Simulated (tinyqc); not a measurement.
Limits against temperature: thermal and gravitational stress in a wafer during furnace and rapid thermal processing, and the onset of slip. Computed by tinyqc, a small Python program. Command: `OMP_NUM_THREADS=1 python tinyqc.py 3010968 3010969 out.jsonl slip walk`. One thread of a shared host (Intel(R) Xeon(R) Processor @ 2.30GHz), about 0.01 s of CPU time with the checks.

A thin free disc in plane stress, isotropic; T(r) = T_centre + dT (r/R)^n with n = 2. Stress is positive in tension; sigma_SB = 5.670374419e-8 W/(m^2 K^4), g = 9.80665 m/s^2.

Inputs (values chosen for the exercise, modelled on silicon): wafer radius R = 150 mm; thickness t = 775 micrometre; Young's modulus E = 153 GPa; expansion alpha = 4.18 1e-6/K; prefactor A of the critical stress = 0.00024 MPa; energy U of the critical stress = 1.12 eV; density rho = 2330 kg/m^3; heat capacity c = 976 J/(kg K); conductivity k = 24 W/(m K); wafer spacing s = 10 mm.

Constants: k_B = 8.617333262e-05 eV/K.

Method. Critical resolved stress tau_c = A exp(U/(k_B T)), a form chosen for the exercise; slip when 0.492799 |s_tt(R)| > tau_c; allowed |dT| = tau_c (n + 2)/(0.492799 n alpha E). In a stack heated from the rim, heat flows inward by conduction and by radiation between wafers: k_eff = k + (16/3) sigma_SB T^3 s^2/t (a diffusion estimate with the spacing as path length). A steady ramp gives the parabolic lag dT = rho c (ramp) R^2/(4 k_eff); the allowed ramp uses n = 2.

For the parabolic profile:
```
T (K)  tau_c (MPa)  allowed |dT| (K)  k_eff (W/(m K))  allowed ramp (K/min)
1050        57.013            361.80            69.17                117.39
1125        24.980            158.52            79.56                 59.16
1200        12.134             77.00            91.43                 33.02
1275         6.417             40.72           104.88                 20.03
1350         3.642             23.11           120.01                 13.01
1425         2.194             13.92           136.92                  8.94
1500         1.391              8.83           155.70                  6.45
```

What follows from these numbers?

From 1050 to 1500 K the allowed difference falls 41 times and the allowed ramp 18 times; radiation, which grows as T^3, gives back a factor 2.25. Ramps must slow as the wafer gets hotter.
